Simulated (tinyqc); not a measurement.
Resistance of a source-drain extension with a graded tip: effect of the position under the gate where the fall begins.

y runs along the channel, the gate covers y > 0. The doping is N0 for y < y0 and N0 10^(-(y - y0)/la) beyond, uniform over the depth xj. Sheet conductance s(y) = q mu(N) max(N - Nch, 0) xj + (for y > 0) ma Cox Vo, with mu(N) = u0 + (u1 - u0)/(1 + (N/Nr)^au) and Cox = eps0 eox/tox. Current is taken as one-dimensional; depletion of the tip, spreading and the contact are left out. The metallurgical junction lies at yj, where N = Nch.

R_spacer = integral of dy/s from -Ls to 0, R_ov from 0 to yj, R_channel = (Lg - 2 yj)/(ma Cox Vo), R_total = 2 R_spacer + 2 R_ov + R_channel. Electrical length L_eff = ma Cox dR_total/d(1/Vo); R_series = R_total - L_eff/(ma Cox Vo).

Parameters, values chosen for the exercise; mobility law close to that of holes in silicon: relative permittivity of the gate insulator (close to silicon dioxide) eox = 3.9; insulator thickness tox = 2.5 nm; active doping of the extension far from the gate N0 = 2.2e20 cm^-3; lateral abruptness la = 4.3 nm/decade; depth of the extension xj = 7 nm; channel doping Nch = 1.8e18 cm^-3; spacer length Ls = 23 nm; gate overdrive Vo = 0.86 V; mobility of the gate-induced layer ma = 36 cm^2/(V s); mobility at low doping u1 = 470.5 cm^2/(V s); mobility at high doping u0 = 44.9 cm^2/(V s); reference doping Nr = 2.23e17 cm^-3; exponent au = 0.719; gate length Lg = 40 nm.

Constants: q = 1.602176634e-19 C, eps0 = 8.8541878128e-14 F/cm where lengths are in cm. Results are converted to the units shown.

Effect of the position under the gate where the fall begins:
```
y0 (nm)  yj (nm)  R_spacer (ohm um)  R_ov (ohm um)  R_channel (ohm um)  R_total (ohm um)  L_eff (nm)  R_series (ohm um)
-6         2.975              47.27          46.75               796.2             984.3       36.89              121.5
-4         4.975              27.27          61.31               702.7             879.9       33.30              101.2
-2         6.975              20.90          68.14               609.2             787.2       29.39              100.0
0          8.975              19.63          70.92               515.6             696.7       25.40              102.7
2          10.97              19.63          72.56               422.1             606.5       21.41              105.9
4          12.97              19.63          74.21               328.6             516.3       17.41              109.1
6          14.97              19.63          75.86               235.0             426.0       13.42              112.2
8          16.97              19.63          77.51               141.5             335.8       9.423              115.4
```

As y0 goes from -6 to 8, R_total falls from 984 to 336 ohm um, L_eff falls from 36.9 to 9.42 nm and R_series goes from 122 through a minimum of 100 (at y0 = -2 among the rows listed) to 115 ohm um. More overlap also shortens the channel and adds capacitance, effects on threshold and speed that are left out.

Computed by the program tinyqc: `OMP_NUM_THREADS=1 python tinyqc.py 2282105 2282106 out.jsonl`, one thread of a shared Intel Xeon 2.30GHz, about 0.03 s for the whole run.
